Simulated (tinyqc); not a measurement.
Leakage through a gate insulator: direct, Fowler-Nordheim, trap-assisted and Poole-Frenkel currents: one step, computed by the program tinyqc.

Electrons enter from the cathode Fermi level at x = 0; the conduction band of the insulator lies phi_b - e F x above it, F = V/t. WKB exponents use a parabolic band with mass m.

Problem. One trap at several depths. For a level a distance phi(x) below the band, the WKB exponent is 2 int kappa dx with kappa = sqrt(m phi/(hbar^2/2m_0)); for a linear barrier from phi_1 down to phi_2 = max(phi_1 - e F d, 0) it is G = (4/3) sqrt(m/(hbar^2/2m_0)) (phi_1^(3/2) - phi_2^(3/2))/(e F). A trap at depth x lies phi_t below the band. Capture: tunnel at the cathode Fermi level from 0 to x (G_in from phi_1 = phi_b), rate nu_0 exp(-G_in - E_c/k_B T) with E_c = E_a + max(phi_b - phi_t - e F x, 0), the last term being the height of the trap above the cathode Fermi level. Emission: tunnel from the trap level to the anode (G_out from phi_1 = phi_t over t - x), rate nu_0 exp(-G_out - E_a/k_B T). Re-emission to the cathode follows from detailed balance, rate_back = rate_in exp(dE/k_B T) with dE = phi_b - phi_t - e F x. Each trap passes R = rate_in rate_out/(rate_in + rate_back + rate_out) electrons per second; filling from the anode is left out. Depths: t times 0.08, 0.2, 0.32, 0.44, 0.56, 0.68, 0.8 and 0.92, rounded to 0.01 nm.

Inputs (values chosen for the exercise, with an insulator like Si3N4):
```
quantity,value,unit
thickness t,2.2,nm
barrier phi_b,2.04,eV
tunnelling mass m,0.41,m_0
voltage across the insulator V,0.39,V
trap depth phi_t,1.2,eV
attempt rate nu_0,1e+13,1/s
activation of capture E_a,0.062,eV
temperature T,300,K
```

Constants: k_B = 8.617333262e-05 eV/K; hbar^2/(2 m_0) = 3.80998212 eV angstrom^2.

Give: Rates.

Solution.

Rates:
```
x (nm),G_in,G_out,E_c (eV),rate in (1/s),rate back (1/s),rate out (1/s),R (1/s)
0.18,1.680,13.374,0.87009,0.0045024,1.6935e+11,1.4134e+06,3.7579e-08
0.44,4.083,11.787,0.82400,0.0024209,1.5311e+10,6.9064e+06,1.0915e-06
0.70,6.459,10.159,0.77791,0.0013388,1.4238e+09,3.5184e+07,3.2285e-05
0.97,8.895,8.425,0.73005,0.0007457,1.2452e+08,1.9922e+08,4.5889e-04
1.23,11.212,6.715,0.68395,0.0004371,1.2274e+07,1.1015e+09,4.3231e-04
1.50,13.588,4.899,0.63609,0.0002589,1.1413e+06,6.7770e+09,2.5884e-04
1.76,15.845,3.110,0.59000,0.0001611,1.1943e+05,4.0517e+10,1.6110e-04
2.02,18.072,1.285,0.54391,0.0001033,1.2876e+04,2.5140e+11,1.0329e-04
```

The most effective of these traps sits at 0.97 nm, 44 % of the way; where rate back exceeds rate out, re-emission drains the trap, and elsewhere the slower forward step limits R.
